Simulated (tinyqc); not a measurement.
## Contact resistivity and sheet resistance from two contact lengths

Inverse problem. Rc = [sqrt(rc Rsh)/Wc] coth(Lc/(2 LT)), LT = sqrt(rc/Rsh), Wc = 84 nm; the second contact is twice as long as the first. Find LT, rc and Rsh.

Rc for Lc = 19 and 38 nm (ohm): 446.235175  234.418779

Answer. With t = tanh(Lc/(2 LT)) for the shorter contact, the resistance of the longer over that of the shorter is (1 + t^2)/2. Then sqrt(rc Rsh) = Rc t Wc, and rc and Rsh follow by multiplying and dividing by LT.

LT = 41.49 nm
rc = 3.500e-9 ohm cm^2
Rsh = 203.3 ohm

tinyqc, about 0.02 s, one thread, Intel Xeon 2.30GHz (shared host): `OMP_NUM_THREADS=1 python tinyqc.py 2170009 2170010 out.jsonl`
